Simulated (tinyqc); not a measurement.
CIS on RHF in the sto-3g basis, for BeH+, spin multiplicity 1, step by step. Computed by tinyqc, a small Python program that keeps every step (integrals from PySCF). Settings: charge = 1, multiplicity = 1, basis = sto-3g, method = RHF, energy threshold = 1e-10, iteration cap = 82, orthogonalisation = symmetric, start = atomic densities, DIIS depth = 6. Command: `OMP_NUM_THREADS=1 python tinyqc.py 24163 24164 out.jsonl` (the two numbers bound the seeds that draw the settings). One thread of a shared host (Intel(R) Xeon(R) Processor @ 2.60GHz), about 0.09 s of CPU time with the checks. The early iterations of the SCF are left out here.

## One-electron integrals

Geometry (angstrom):
```
atom         x         y         z
Be    0.000000  0.000000  0.000000
H     0.000000  0.000000  1.396000
```

Basis sto-3g: exponents (1/bohr^2) and contraction coefficients of normalised primitives:
```
element  l (shell)   exponent  coefficient
Be           s (1)  30.167871     0.154329
Be           s (1)   5.495115     0.535328
Be           s (1)   1.487193     0.444635
Be           s (2)   1.314833    -0.099967
Be           s (2)   0.305539     0.399513
Be           s (2)   0.099371     0.700115
Be           p (3)   1.314833     0.155916
Be           p (3)   0.305539     0.607684
Be           p (3)   0.099371     0.391957
H            s (1)   3.425251     0.154329
H            s (1)   0.623914     0.535328
H            s (1)   0.168855     0.444635
```

Overlap, kinetic and nuclear-attraction integrals over the contracted functions; the nuclear repulsion is the sum of Za Zb / Rab.

nuclear repulsion = 1.51626708 hartree

overlap S, order 1Be 1s, 1Be 2s, 1Be 2px, 1Be 2py, 1Be 2pz, 2H 1s:
```
[[1.000000, 0.259517, 0.000000, 0.000000, 0.000000, 0.061418],
 [0.259517, 1.000000, 0.000000, 0.000000, 0.000000, 0.437499],
 [0.000000, 0.000000, 1.000000, 0.000000, 0.000000, 0.000000],
 [0.000000, 0.000000, 0.000000, 1.000000, 0.000000, 0.000000],
 [0.000000, 0.000000, 0.000000, 0.000000, 1.000000, 0.509604],
 [0.061418, 0.437499, 0.000000, 0.000000, 0.509604, 1.000000]]
```

kinetic energy T (hartree), order 1Be 1s, 1Be 2s, 1Be 2px, 1Be 2py, 1Be 2pz, 2H 1s:
```
[[6.693975, -0.033012, 0.000000, 0.000000, 0.000000, -0.015528],
 [-0.033012, 0.211111, 0.000000, 0.000000, 0.000000, 0.060715],
 [0.000000, 0.000000, 0.660592, 0.000000, 0.000000, 0.000000],
 [0.000000, 0.000000, 0.000000, 0.660592, 0.000000, 0.000000],
 [0.000000, 0.000000, 0.000000, 0.000000, 0.660592, 0.175522],
 [-0.015528, 0.060715, 0.000000, 0.000000, 0.175522, 0.760032]]
```

nuclear attraction V (hartree), order 1Be 1s, 1Be 2s, 1Be 2px, 1Be 2py, 1Be 2pz, 2H 1s:
```
[[-14.940159, -1.997620, 0.000000, 0.000000, -0.016584, -0.473624],
 [-1.997620, -2.671253, 0.000000, 0.000000, -0.141722, -1.169405],
 [0.000000, 0.000000, -2.616101, 0.000000, 0.000000, 0.000000],
 [0.000000, 0.000000, 0.000000, -2.616101, 0.000000, 0.000000],
 [-0.016584, -0.141722, 0.000000, 0.000000, -2.726330, -1.345862],
 [-0.473624, -1.169405, 0.000000, 0.000000, -1.345862, -2.733350]]
```

core Hamiltonian H = T + V (hartree), order 1Be 1s, 1Be 2s, 1Be 2px, 1Be 2py, 1Be 2pz, 2H 1s:
```
[[-8.246184, -2.030632, 0.000000, 0.000000, -0.016584, -0.489153],
 [-2.030632, -2.460142, 0.000000, 0.000000, -0.141722, -1.108690],
 [0.000000, 0.000000, -1.955509, 0.000000, 0.000000, 0.000000],
 [0.000000, 0.000000, 0.000000, -1.955509, 0.000000, 0.000000],
 [-0.016584, -0.141722, 0.000000, 0.000000, -2.065738, -1.170340],
 [-0.489153, -1.108690, 0.000000, 0.000000, -1.170340, -1.973318]]
```

## Two-electron integrals

Functions are numbered as in S; the eight-fold symmetry (ij|kl) = (ji|kl) = (kl|ij) leaves the list below.

Two-electron integrals (ij|kl) in chemists' order, unique and non-zero (hartree):
```
(11|11) 2.298831   (21|11) 0.392036   (21|21) 0.079539   (22|11) 0.570988
(22|21) 0.143041   (22|22) 0.417683   (31|31) 0.014607   (32|31) 0.021888
(32|32) 0.092265   (33|11) 0.569578   (33|21) 0.143083   (33|22) 0.417589
(33|33) 0.449859   (41|41) 0.014607   (42|41) 0.021888   (42|42) 0.092265
(43|43) 0.024249   (44|11) 0.569578   (44|21) 0.143083   (44|22) 0.417589
(44|33) 0.401360   (44|44) 0.449859   (51|51) 0.014607   (52|51) 0.021888
(52|52) 0.092265   (53|53) 0.024249   (54|54) 0.024249   (55|11) 0.569578
(55|21) 0.143083   (55|22) 0.417589   (55|33) 0.401360   (55|44) 0.401360
(55|55) 0.449859   (61|11) 0.091745   (61|21) 0.018601   (61|22) 0.033712
(61|33) 0.033468   (61|44) 0.033468   (61|51) 0.001660   (61|52) 0.003115
(61|55) 0.034217   (61|61) 0.004566   (62|11) 0.210684   (62|21) 0.053488
(62|22) 0.168662   (62|33) 0.162412   (62|44) 0.162412   (62|51) 0.007026
(62|52) 0.042033   (62|55) 0.181011   (62|61) 0.013831   (62|62) 0.099085
(63|31) 0.005062   (63|32) 0.023304   (63|53) 0.007397   (63|63) 0.009459
(64|41) 0.005062   (64|42) 0.023304   (64|54) 0.007397   (64|64) 0.009459
(65|11) 0.221853   (65|21) 0.057038   (65|22) 0.188707   (65|33) 0.177528
(65|44) 0.177528   (65|51) 0.011474   (65|52) 0.065619   (65|55) 0.210873
(65|61) 0.015461   (65|62) 0.126435   (65|65) 0.167160   (66|11) 0.376238
(66|21) 0.097278   (66|22) 0.342698   (66|33) 0.317791   (66|44) 0.317791
(66|51) 0.015444   (66|52) 0.117613   (66|55) 0.392241   (66|61) 0.025900
(66|62) 0.252637   (66|65) 0.343096   (66|66) 0.774606
```

## Orthogonalisation

S = U s U^T; symmetric (Loewdin) form X = U s^(-1/2) U^T, so that X^T S X = 1.

eigenvalues of S: [0.318781, 0.793981, 1.000000, 1.000000, 1.174969, 1.712269]

X, order 1Be 1s, 1Be 2s, 1Be 2px, 1Be 2py, 1Be 2pz, 2H 1s:
```
[[1.027673, -0.145572, 0.000000, 0.000000, -0.011386, 0.022340],
 [-0.145572, 1.141774, 0.000000, 0.000000, 0.131308, -0.322995],
 [0.000000, 0.000000, 1.000000, 0.000000, 0.000000, 0.000000],
 [0.000000, 0.000000, 0.000000, 1.000000, 0.000000, 0.000000],
 [-0.011386, 0.131308, 0.000000, 0.000000, 1.149679, -0.369474],
 [0.022340, -0.322995, 0.000000, 0.000000, -0.369474, 1.261036]]
```

## Iteration 8 (converged): orbitals

converged F (hartree), order 1Be 1s, 1Be 2s, 1Be 2px, 1Be 2py, 1Be 2pz, 2H 1s:
```
[[-5.015287, -1.409918, 0.000000, 0.000000, 0.017204, -0.338929],
 [-1.409918, -0.872095, 0.000000, 0.000000, -0.143620, -0.544935],
 [0.000000, 0.000000, -0.141489, 0.000000, 0.000000, 0.000000],
 [0.000000, 0.000000, 0.000000, -0.141489, 0.000000, 0.000000],
 [0.017204, -0.143620, 0.000000, 0.000000, -0.323334, -0.441592],
 [-0.338929, -0.544935, 0.000000, 0.000000, -0.441592, -0.545047]]
```

Diagonalise F' = X^T F X, C = X C', fill 2 alpha and 2 beta electrons from the bottom; D = 2 C_occ C_occ^T. Each column has its largest component positive (the first on a tie).

F' = X^T F X (hartree):
```
[[-4.906326, -0.706450, 0.000000, 0.000000, 0.020743, -0.040513],
 [-0.706450, -0.473144, 0.000000, 0.000000, 0.017379, -0.361599],
 [0.000000, 0.000000, -0.141489, 0.000000, 0.000000, 0.000000],
 [0.000000, 0.000000, 0.000000, -0.141489, 0.000000, 0.000000],
 [0.020743, 0.017379, 0.000000, 0.000000, -0.131880, -0.367047],
 [-0.040513, -0.361599, 0.000000, 0.000000, -0.367047, -0.182270]]
```

orbital energies (hartree): [-5.018132, -0.728261, -0.262537, -0.141489, -0.141489, 0.315310]

coefficients C, order 1Be 1s, 1Be 2s, 1Be 2px, 1Be 2py, 1Be 2pz, 2H 1s:
```
[[0.992930, -0.191803, -0.201001, 0.000000, 0.000000, 0.121793],
 [0.026536, 0.558486, 0.762087, 0.000000, 0.000000, -0.743653],
 [0.000000, 0.000000, 0.000000, 0.781256, -0.624211, 0.000000],
 [0.000000, 0.000000, 0.000000, 0.624211, 0.781256, 0.000000],
 [-0.001891, 0.292257, -0.631900, 0.000000, 0.000000, -0.995455],
 [-0.002076, 0.494308, -0.242012, 0.000000, 0.000000, 1.236379]]
```

D after iteration 8, order 1Be 1s, 1Be 2s, 1Be 2px, 1Be 2py, 1Be 2pz, 2H 1s:
```
[[2.045396, -0.161542, 0.000000, 0.000000, -0.115867, -0.193742],
 [-0.161542, 0.625221, 0.000000, 0.000000, 0.326343, 0.552018],
 [0.000000, 0.000000, 0.000000, 0.000000, 0.000000, 0.000000],
 [0.000000, 0.000000, 0.000000, 0.000000, 0.000000, 0.000000],
 [-0.115867, 0.326343, 0.000000, 0.000000, 0.170836, 0.288938],
 [-0.193742, 0.552018, 0.000000, 0.000000, 0.288938, 0.488689]]
```

Within a degenerate level the vectors are fixed only up to a rotation; this is one choice.

## Convergence

Stop when the energy changes by less than 1e-10 hartree and every element of the error matrix X^T (F D S - S D F) X is below 3e-06.

Course of the cycle:
```
iteration   E (hartree)     change  largest element of the error matrix
1          -12.65040145          -                             2.71e-01
2          -14.64213163  -1.99e+00                             8.23e-02
3          -14.66042838  -1.83e-02                             2.62e-02
4          -14.66253258  -2.10e-03                             1.04e-02
5          -14.66286640  -3.34e-04                             7.04e-04
6          -14.66286798  -1.58e-06                             3.03e-05
7          -14.66286798  -9.12e-10                             1.58e-06
8          -14.66286798  -3.59e-12                             1.20e-07
```

PySCF RHF in the same basis = -14.66286798 hartree

Converged in 8 iterations.

## Integrals over molecular orbitals

(pq|rs) = sum C_ip C_jq C_kr C_ls (ij|kl), one index at a time.

one-electron integrals over orbitals h = C^T H C (hartree):
```
[[-8.236542, 0.163945, 0.203934, 0.000000, 0.000000, -0.072861],
 [0.163945, -2.196200, 0.001191, 0.000000, 0.000000, 0.168971],
 [0.203934, 0.001191, -1.944565, 0.000000, 0.000000, -0.041775],
 [0.000000, 0.000000, 0.000000, -1.955509, 0.000000, 0.000000],
 [0.000000, 0.000000, 0.000000, 0.000000, -1.955509, 0.000000],
 [-0.072861, 0.168971, -0.041775, 0.000000, 0.000000, -1.612039]]
```

Two-electron integrals over orbitals (pq|rs), unique and non-zero (hartree):
```
(11|11) 2.275475    (21|11) -0.166067   (21|21) 0.020841    (22|11) 0.481888
(22|21) 0.002122    (22|22) 0.525005    (31|11) -0.173657   (31|21) 0.016232
(31|22) -0.017950   (31|31) 0.027667    (32|11) 0.041032    (32|21) -0.005624
(32|22) -0.067023   (32|31) 0.002408    (32|32) 0.035928    (33|11) 0.552560
(33|21) -0.013200   (33|22) 0.320251    (33|31) 0.004229    (33|32) 0.029089
(33|33) 0.465732    (41|41) 0.015596    (42|41) 0.013343    (42|42) 0.043053
(43|41) 0.014043    (43|42) 0.031094    (43|43) 0.051865    (44|11) 0.569235
(44|21) -0.006109   (44|22) 0.367099    (44|31) -0.006099   (44|32) 0.020026
(44|33) 0.398223    (44|44) 0.449859    (51|51) 0.015596    (52|51) 0.013343
(52|52) 0.043053    (53|51) 0.014043    (53|52) 0.031094    (53|53) 0.051865
(54|54) 0.024249    (55|11) 0.569235    (55|21) -0.006109   (55|22) 0.367099
(55|31) -0.006099   (55|32) 0.020026    (55|33) 0.398223    (55|44) 0.401360
(55|55) 0.449859    (61|11) 0.097643    (61|21) -0.016102   (61|22) -0.010883
(61|31) -0.003384   (61|32) 0.006763    (61|33) 0.017210    (61|44) 0.001999
(61|55) 0.001999    (61|61) 0.018226    (62|11) -0.120962   (62|21) 0.003016
(62|22) 0.056850    (62|31) 0.006391    (62|32) -0.046689   (62|33) -0.026426
(62|44) -0.055830   (62|55) -0.055830   (62|61) 0.001737    (62|62) 0.121621
(63|11) 0.051891    (63|21) -0.003798   (63|22) -0.056040   (63|31) 0.005686
(63|32) 0.030449    (63|33) 0.057100    (63|44) 0.018469    (63|55) 0.018469
(63|61) 0.007129    (63|62) -0.047634   (63|63) 0.048658    (64|41) -0.009113
(64|42) -0.029661   (64|43) -0.014172   (64|64) 0.026227    (65|51) -0.009113
(65|52) -0.029661   (65|53) -0.014172   (65|65) 0.026227    (66|11) 0.512093
(66|21) -0.000514   (66|22) 0.521504    (66|31) -0.015350   (66|32) -0.065824
(66|33) 0.349588    (66|44) 0.371407    (66|55) 0.371407    (66|61) -0.006794
(66|62) 0.086661    (66|63) -0.055826   (66|66) 0.559123
```

## CIS matrix, singlets

A(ia,jb) = (e_a - e_i) d_ij d_ab + 2 (ia|jb) - (ij|ab).

CIS matrix A, singlet (hartree), order 1>3, 1>4, 1>5, 1>6, 2>3, 2>4, 2>5, 2>6:
```
[[4.258369, 0.000000, 0.000000, -0.058659, 0.018016, 0.000000, 0.000000, 0.016581],
 [0.000000, 4.338600, 0.000000, 0.000000, 0.000000, 0.032794, 0.000000, 0.000000],
 [0.000000, 0.000000, 4.338600, 0.000000, 0.000000, 0.000000, 0.032794, 0.000000],
 [-0.058659, 0.000000, 0.000000, 4.857799, 0.017323, 0.000000, 0.000000, 0.003988],
 [0.018016, 0.000000, 0.000000, 0.017323, 0.217328, 0.000000, 0.000000, -0.037338],
 [0.000000, 0.032794, 0.000000, 0.000000, 0.000000, 0.305778, 0.000000, 0.000000],
 [0.000000, 0.000000, 0.032794, 0.000000, 0.000000, 0.000000, 0.305778, 0.000000],
 [0.016581, 0.000000, 0.000000, 0.003988, -0.037338, 0.000000, 0.000000, 0.765308]]
```

## CIS singlet states

dipole integrals <i|r|a> (bohr), order 1>3, 1>4, 1>5, 1>6, 2>3, 2>4, 2>5, 2>6:
```
[[0.000000, 0.000000, -0.102388],
 [0.114976, 0.091864, 0.000000],
 [-0.091864, 0.114976, 0.000000],
 [0.000000, 0.000000, -0.103510],
 [0.000000, 0.000000, -0.738440],
 [0.664639, 0.531036, 0.000000],
 [-0.531036, 0.664639, 0.000000],
 [0.000000, 0.000000, 0.760272]]
```

Diagonalise A (1 hartree = 27.211386 eV); each vector has its largest component positive (the first on a tie). The transition dipole is mu = sqrt2 sum c_ia <i|r|a>.

singlet excitation energies (eV): [5.840570, 8.313395, 8.313395, 20.892111, 115.726172, 118.066587, 118.066587, 132.343629]

lowest vectors, order 1>3, 1>4, 1>5, 1>6, 2>3, 2>4, 2>5, 2>6:
```
[[-0.004779, 0.000000, 0.000000, -0.004402, 0.995325, 0.000000],
 [0.000000, -0.008058, 0.001085, 0.000000, 0.000000, 0.859069],
 [0.000000, -0.001085, -0.008058, 0.000000, 0.000000, -0.511795],
 [-0.003841, 0.000000, 0.000000, -0.000749, 0.096344, 0.000000],
 [0.997679, 0.000000, 0.000000, -0.067844, 0.004813, 0.000000],
 [0.000000, 0.991029, -0.133403, 0.000000, 0.000000, 0.006985],
 [0.000000, 0.133403, 0.991029, 0.000000, 0.000000, -0.004162],
 [0.067820, 0.000000, 0.000000, 0.997686, 0.004791, 0.000000]]
```

oscillator strengths 2/3 w |mu|^2: [0.134001, 0.293968, 0.293968, 0.670219, 0.070868, 0.137344]

Within a degenerate level the vectors are fixed only up to a rotation; this is one choice.

## CIS matrix, triplets

A(ia,jb) = (e_a - e_i) d_ij d_ab - (ij|ab).

CIS matrix A, triplet (hartree), order 1>3, 1>4, 1>5, 1>6, 2>3, 2>4, 2>5, 2>6:
```
[[4.203035, 0.000000, 0.000000, -0.051891, 0.013200, 0.000000, 0.000000, 0.003798],
 [0.000000, 4.307408, 0.000000, 0.000000, 0.000000, 0.006109, 0.000000, 0.000000],
 [0.000000, 0.000000, 4.307408, 0.000000, 0.000000, 0.000000, 0.006109, 0.000000],
 [-0.051891, 0.000000, 0.000000, 4.821348, 0.003798, 0.000000, 0.000000, 0.000514],
 [0.013200, 0.000000, 0.000000, 0.003798, 0.145472, 0.000000, 0.000000, 0.056040],
 [0.000000, 0.006109, 0.000000, 0.000000, 0.000000, 0.219673, 0.000000, 0.000000],
 [0.000000, 0.000000, 0.006109, 0.000000, 0.000000, 0.000000, 0.219673, 0.000000],
 [0.003798, 0.000000, 0.000000, 0.000514, 0.056040, 0.000000, 0.000000, 0.522066]]
```

## CIS triplet states

Diagonalise A (1 hartree = 27.211386 eV); each vector has its largest component positive (the first on a tie).

triplet excitation energies (eV): [3.735248, 5.977348, 5.977348, 14.427996, 114.254059, 117.210800, 117.210800, 131.313290]

lowest vectors, order 1>3, 1>4, 1>5, 1>6, 2>3, 2>4, 2>5, 2>6:
```
[[-0.003089, 0.000000, 0.000000, -0.001545, 0.996540, 0.000000],
 [0.000000, 0.000480, -0.001415, 0.000000, 0.000000, 0.907723],
 [0.000000, -0.001415, -0.000480, 0.000000, 0.000000, 0.419568],
 [-0.000821, 0.000000, 0.000000, -0.000265, 0.083037, 0.000000],
 [0.989561, 0.000000, 0.000000, 0.144078, 0.003338, 0.000000],
 [0.000000, -0.321515, 0.946903, 0.000000, 0.000000, 0.001357],
 [0.000000, 0.946903, 0.321515, 0.000000, 0.000000, 0.000627],
 [-0.144082, 0.000000, 0.000000, 0.989565, 0.001092, 0.000000]]
```

Within a degenerate level the vectors are fixed only up to a rotation; this is one choice.
